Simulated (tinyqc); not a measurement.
# Electroplating on a thin resistive seed layer: kinetics, Wagner number and the terminal effect across a wafer, step by step

A worked calculation. Computed by tinyqc, a small Python program that keeps every step. Command: `OMP_NUM_THREADS=1 python tinyqc.py 3121381 3121382 out.jsonl terminal walk`. One thread of a shared host (Intel(R) Xeon(R) Processor @ 2.30GHz), about 0.02 s of CPU time with the checks. Intermediate numbers are printed to about 5 digits and carried at full precision; extremes and crossings named in words are read from the listed rows.

Current enters the seed at the rim. The bath is treated as a local resistance per area (no lateral flow in the liquid), two electrons per ion, molar volume 7.11 cm^3/mol, Faraday constant F = e N_A, kinematic viscosity 0.01 cm^2/s, omega = 2 pi x rpm/60; k_B T/e is in volts.

Inputs (values chosen for the exercise, of the order of those for copper plating from an acid sulfate bath):
```
quantity,value,unit
wafer radius R,7.5,cm
seed thickness t,82,nm
seed resistivity,22,microohm cm
bath conductivity kappa,0.19,S/cm
gap to the anode h,11,cm
extra resistance of a porous plate,0,ohm cm^2
exchange current density i_0,0.4,mA/cm^2
cathodic transfer coefficient alpha,0.89,-
mean current density,16,mA/cm^2
diffusivity of the metal ion,4.1e-06,cm^2/s
metal ion concentration,0.6,mol/L
rotation rate,100,rpm
temperature T,298,K
```

Constants: e = 1.602176634e-19 C; N_A = 6.02214076e+23 1/mol; k_B = 8.617333262e-05 eV/K.

## Rate, limit and resistances

Growth rate = i V_m/(2 F). Levich limit i_L = 0.62 x 2 F D^(2/3) omega^(1/2) nu^(-1/6) c. Tafel overpotential eta = (k_B T/(alpha e)) ln(i/i_0); kinetic resistance k_B T/(alpha e i); bath resistance h/kappa + plate; R_s = resistivity/t; Wagner number = kinetic resistance x kappa/R.

growth rate = 353.71 nm/min

limiting current i_L = 128.20 mA/cm^2

overpotential = 106.44 mV

kinetic resistance = 1.8033 ohm cm^2

bath resistance R_b = 57.895 ohm cm^2

sheet resistance R_s = 2.6829 ohm/square

Wagner number = 0.045685

## Linear estimate of the terminal effect

Linearised: with R_t = kinetic + bath resistance the current density obeys (1/r)(r i')' = i R_s/R_t, so i = A I_0(r/l), l = sqrt(R_t/R_s); with x = R/l, edge/centre = I_0(x) and edge/mean = x I_0(x)/(2 I_1(x)). Voltage drop in the seed for a uniform current: i R_s R^2/4.

length l = 4.7171 cm

x = R/l = 1.5900

edge over centre, linear = 1.7391

edge over mean, linear = 1.2872

drop for uniform current = 603.66 mV

## Current distribution

Full model: seed potential phi(r) with (1/r)(r phi')' = R_s i, where i solves phi = R_b i + (k_B T/(alpha e)) ln(i/i_0) (phi being the driving voltage left at r); phi'(0) = 0 and phi'(R) = R_s i_mean R/2. Solved by collocation to a tolerance of 1e-7.

Across the wafer:
```
r/R,i (mA/cm^2),i/mean,"i/mean, linear"
0.00,11.855,0.7409,0.7401
0.20,12.153,0.7596,0.7590
0.40,13.073,0.8171,0.8169
0.60,14.690,0.9181,0.9184
0.75,16.436,1.0272,1.0276
0.90,18.726,1.1704,1.1704
1.00,20.606,1.2879,1.2872
```

edge over centre, full model = 1.7383

The full model gives 1.74 against 1.74 from the linear form; the kinetic resistance, which the linear form holds fixed, is a small part of R_t here.

## As the film thickens, and with more bath resistance

The film is taken as uniform, with the seed resistivity; the last column adds 100 ohm cm^2 to R_b. Extra power of that plate = i^2 x 100 ohm cm^2 x area.

Edge over centre:
```
thickness (nm),R_s (ohm/square),as given,with 100 ohm cm^2 more
82,2.6829,1.7383,1.2506
123,1.7886,1.4676,1.1638
164,1.3415,1.3417,1.1217
246,0.8943,1.2220,1.0803
410,0.5366,1.1304,1.0478
820,0.2683,1.0642,1.0238
1640,0.1341,1.0318,1.0118
```

extra power = 4.5239 W

The ratio falls below 1.1 from 820 nm on as given, and from 246 nm on with the added resistance: what counts is R_s R^2 against the sum of kinetic and bath resistance.

Checks made by the program: mean of the distribution (relative difference 7e-08).
